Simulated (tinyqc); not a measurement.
Worked calculation: Born-Oppenheimer dynamics on the UHF/6-31g surface (energies and gradients from PySCF), for H3, spin multiplicity 2. Computed by tinyqc, a small Python program that keeps every step (integrals from PySCF). Settings: charge = 0, multiplicity = 2, basis = 6-31g, time step (fs) = 0.5, steps = 24. Command: `OMP_NUM_THREADS=1 python tinyqc.py 27323 27324 out.jsonl` (the two numbers bound the seeds that draw the settings). One thread of a shared host (Intel(R) Xeon(R) Processor @ 2.60GHz), about 1 s of CPU time with the checks.

## Velocity Verlet step 1

positions (bohr):
```
           x         y         z
1H  -0.00189   0.05669   0.19464
2H  -0.06047   0.07748   1.65351
3H  -0.02457  -0.04157  -1.50800
```

velocities (bohr per atomic time unit):
```
              x            y            z
1H   0.00004733   0.00004667   0.00014400
2H  -0.00005467   0.00008067  -0.00007800
3H   0.00000733  -0.00012733  -0.00006600
```

gradient (hartree/bohr):
```
             x           y           z
1H  -0.0002678   0.0000630   0.0059853
2H   0.0007099  -0.0015812  -0.0460280
3H  -0.0004421   0.0015182   0.0400428
```

masses (electron masses): 1H 1837.15259, 2H 1837.15259, 3H 1837.15259

gradient after step 1 (hartree/bohr):
```
             x           y           z
1H  -0.0002299   0.0000806   0.0054936
2H   0.0006899  -0.0016078  -0.0446311
3H  -0.0004601   0.0015272   0.0391375
```

dt = 0.5 fs = 20.6707 atomic units; x' = x + v dt - g dt^2 / (2m); after the new gradient g', v' = v - (g + g') dt / (2m).

positions after step 1 (bohr):
```
           x         y         z
1H  -0.00088   0.05765   0.19692
2H  -0.06168   0.07933   1.65725
3H  -0.02436  -0.04438  -1.51402
```

velocities after step 1 (bohr per atomic time unit):
```
              x            y            z
1H   0.00005013   0.00004586   0.00007942
2H  -0.00006254   0.00009861   0.00043202
3H   0.00001241  -0.00014447  -0.00051145
```

## Velocity Verlet step 2

gradient after step 2 (hartree/bohr):
```
             x           y           z
1H  -0.0000391   0.0001313   0.0032443
2H   0.0005274  -0.0015577  -0.0395285
3H  -0.0004883   0.0014265   0.0362843
```

As before.

positions after step 2 (bohr):
```
           x         y         z
1H   0.00018   0.05859   0.19793
2H  -0.06306   0.08156   1.67137
3H  -0.02405  -0.04755  -1.52915
```

velocities after step 2 (bohr per atomic time unit):
```
              x            y            z
1H   0.00005165   0.00004467   0.00003027
2H  -0.00006939   0.00011642   0.00090548
3H   0.00001774  -0.00016108  -0.00093575
```

## Energy conservation

The total energy should stay constant up to terms of order dt^2; the step counts as short enough if it moves by less than 2 % of the largest kinetic energy.

Trajectory:
```
time (fs)  1H-2H (angstrom)  potential (hartree)  kinetic (hartree)  total (hartree)
0.00000             0.77270           -1.5897956          0.0000564       -1.5897393
0.50000             0.77353           -1.5901988          0.0004536       -1.5897452
1.00000             0.78053           -1.5913677          0.0016036       -1.5897641
1.50000             0.79279           -1.5930069          0.0032190       -1.5897879
2.00000             0.80891           -1.5947386          0.0049308       -1.5898078
2.50000             0.82716           -1.5962353          0.0064166       -1.5898187
3.00000             0.84575           -1.5973034          0.0074840       -1.5898194
3.50000             0.86286           -1.5979085          0.0080978       -1.5898108
4.00000             0.87674           -1.5981629          0.0083682       -1.5897947
4.50000             0.88566           -1.5983021          0.0085295       -1.5897725
5.00000             0.88790           -1.5986627          0.0089166       -1.5897461
5.50000             0.88177           -1.5996531          0.0099326       -1.5897206
6.00000             0.86577           -1.6016747          0.0119655       -1.5897092
6.50000             0.83887           -1.6049224          0.0151851       -1.5897373
7.00000             0.80118           -1.6090252          0.0191937       -1.5898315
7.50000             0.75484           -1.6126983          0.0227151       -1.5899832
8.00000             0.70505           -1.6139752          0.0238844       -1.5900908
8.50000             0.66058           -1.6118302          0.0218670       -1.5899631
9.00000             0.63267           -1.6087166          0.0190869       -1.5896297
9.50000             0.63037           -1.6094813          0.0198935       -1.5895878
10.00000            0.65451           -1.6146832          0.0247672       -1.5899160
10.50000            0.69698           -1.6196199          0.0295140       -1.5901060
11.00000            0.74624           -1.6210111          0.0309716       -1.5900395
11.50000            0.79237           -1.6193170          0.0294248       -1.5898923
12.00000            0.82855           -1.6165450          0.0267700       -1.5897751
```

The total energy moves within 5.2e-04 hartree, under 2 % of the largest kinetic energy.
